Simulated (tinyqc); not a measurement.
Propagation of a band-gap error through k.p and effective-mass formulas: one step. Binding energies and densities for both gaps. Two cases, with inputs chosen for the exercise.

Problem. Use the values of the table.

Donor: R = Ry me/e0^2, a_B = a0 e0/me, Mott density (0.26/a_B)^3. Nc, Nv = 2 (m kT/(4 pi c))^(3/2), c = hbar^2/2m0, ni = sqrt(Nc Nv) exp(-E/2kT). Exciton: Ry mu/e0^2 with 1/mu = 1/me + g1(E). 1 angstrom^-3 = 1e24 cm^-3.

Constants: Ry = 13.60569312 eV; a0 (Bohr radius) = 0.5291772105 angstrom; kB = 8.617333262e-05 eV/K; hbar^2/2m0 = 3.80998211 eV angstrom^2.

Give: a table of quantity, at Eg, at Eg2, ratio.

Case 1.

Values chosen (reference values near those of GaAs, gap at low temperature; shifted at random, so the results belong to these values and not to a real crystal):
- mh = 0.47 m0 (density-of-states mass of the holes)
- T = 400 K (temperature)
- Eg = 1.52 eV (gap at Gamma to the s-like level)
- Eg2 = 3.04 eV (a wrong gap, of the size a hybrid with far too much exact exchange can give)

Band values at the two gaps:

| quantity | at Eg | at Eg2 | ratio |
|---|---|---|---|
| me | 0.0582446 | 0.107249 | 1.84135 |
| g* | -0.135756 | 1.41136 | - |
| g1 | 7.00000 | 4.12719 | 0.58960 |
| g2 | 2.05000 | 0.613596 | 0.29932 |
| light hole | 0.0900901 | 0.186763 | 2.07307 |
| heavy hole | 0.344828 | 0.344828 | 1.00000 |
| ei | 10.7600 | 6.88934 | 0.64027 |
| e0 | 12.7300 | 8.85934 | 0.69594 |

Solution.

Results:

| quantity | at Eg | at Eg2 | ratio |
|---|---|---|---|
| R (meV) | 4.890 | 18.59 | 3.80 |
| a_B (angstrom) | 115.7 | 43.71 | 0.378 |
| Mott density (cm^-3) | 1.136e+16 | 2.104e+17 | 18.5 |
| Nc (cm^-3) | 5.431e+17 | 1.357e+18 | 2.50 |
| ni (cm^-3) | 6.909e+08 | 0.2902 | 4.20e-10 |
| exciton (meV) | 3.474 | 12.89 | 3.71 |

Power laws carry the error on: the donor energy (me/e0^2) by a factor of 3.80, the Mott density (cube of me/e0) by 18.5. ni, with its exponential, changes by a factor of 4.20e-10, that is 9.4 decades.

Case 2.

Values chosen (reference values near those of CdTe, gap at low temperature; shifted at random, so the results belong to these values and not to a real crystal):
- mh = 0.47 m0 (density-of-states mass of the holes)
- T = 300 K (temperature)
- Eg = 1.629 eV (gap at Gamma to the s-like level)
- Eg2 = 2.948 eV (a wrong gap, of the size a hybrid with far too much exact exchange can give)

Band values at the two gaps:

| quantity | at Eg | at Eg2 | ratio |
|---|---|---|---|
| me | 0.0887608 | 0.144163 | 1.62417 |
| g* | -0.794738 | 0.983122 | - |
| g1 | 5.32000 | 3.58048 | 0.67302 |
| g2 | 1.70000 | 0.830242 | 0.48838 |
| light hole | 0.114679 | 0.190804 | 1.66382 |
| heavy hole | 0.520833 | 0.520833 | 1.00000 |
| ei | 7.26000 | 5.01969 | 0.69142 |
| e0 | 10.3100 | 8.06969 | 0.78270 |

Solution.

Results:

| quantity | at Eg | at Eg2 | ratio |
|---|---|---|---|
| R (meV) | 11.36 | 30.12 | 2.65 |
| a_B (angstrom) | 61.47 | 29.62 | 0.482 |
| Mott density (cm^-3) | 7.568e+16 | 6.762e+17 | 8.94 |
| Nc (cm^-3) | 6.636e+17 | 1.374e+18 | 2.07 |
| ni (cm^-3) | 4.806e+04 | 5.763e-07 | 1.20e-11 |
| exciton (meV) | 7.717 | 19.87 | 2.57 |

Power laws carry the error on: the donor energy (me/e0^2) by a factor of 2.65, the Mott density (cube of me/e0) by 8.94. ni, with its exponential, changes by a factor of 1.20e-11, that is 10.9 decades.

Computed by tinyqc, one run a case: `OMP_NUM_THREADS=1 python tinyqc.py N N+1 out.jsonl` with N = 1881234, 1881256; one thread of a shared Intel(R) Xeon(R) Processor @ 2.30GHz, about 0.01 s a run at most.
